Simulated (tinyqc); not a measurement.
Bandgap voltage reference from two bipolar transistors: effect of the temperature coefficient of both resistors.

Two transistors of area 1 and N carry the same current I. Is(T) = Is (T/T0)^eta exp[(Vg0 q/kB)(1/T0 - 1/T)], VBE1 = Vt ln(I/Is(T)) + I rb, VBE2 = Vt ln(I/(N Is(T))) + I rb/N. The amplifier forces I R1(T) = VBE1 - VBE2 + Vos, with R(T) = R (1 + tc (T - T0)) for both resistors, and the output is Vref = VBE1 + I R2(T). Base currents and the Early effect are neglected.

Vt = kB T/q; I = (Vt ln N + Vos)/(R1(T) - rb (1 - 1/N)). Box coefficient: span of Vref between 233 and 398 K over its average over T and over 165 K. The last column is the R2 that gives zero slope at T0.

Parameters, values chosen for the exercise; values of the order met in silicon bipolar transistors:
- T0 = 300 K (reference temperature)
- Vg0 = 1.151 V (band-gap voltage extrapolated to 0 K)
- eta = 3.6 (temperature exponent of the saturation current)
- Is = 3.8e-17 A (saturation current of the unit transistor at T0)
- N = 4 (area ratio of the second transistor)
- R1 = 5 kohm (resistor across which the difference of VBE falls, at T0)
- Vos = 0 mV (offset of the amplifier)
- rb = 0 ohm (series resistance of the unit transistor)
- R2 = 78.61 kohm (output resistor at T0)

Constants: q = 1.602176634e-19 C, kB = 1.380649e-23 J/K. Results are converted to the units shown.

Effect of the temperature coefficient of both resistors:
```
tc (ppm/K)  I at T0 (uA)  Vref at T0 (V)  slope at T0 (uV/K)  box coefficient (ppm/K)  R2 for zero slope (kohm)
-2000              7.168           1.235               106.5                    86.37                     74.15
-1000              7.168           1.235               80.63                    61.06                     75.24
0                  7.168           1.235               54.78                    37.65                     76.32
1000               7.168           1.235               28.93                    22.49                     77.40
2000               7.168           1.235               3.074                    19.77                     78.48
3000               7.168           1.235              -22.78                    34.24                     79.56
```

As tc goes from -2000 to 3000, Vref stays at 1.235 V and the box coefficient goes from 86.4 through a minimum of 19.8 (at tc = 2000 among the rows listed) to 34.2 ppm/K.

Computed by the program tinyqc: `OMP_NUM_THREADS=1 python tinyqc.py 2062177 2062178 out.jsonl`, one thread of a shared Intel Xeon 2.30GHz, about 0.02 s for the whole run.
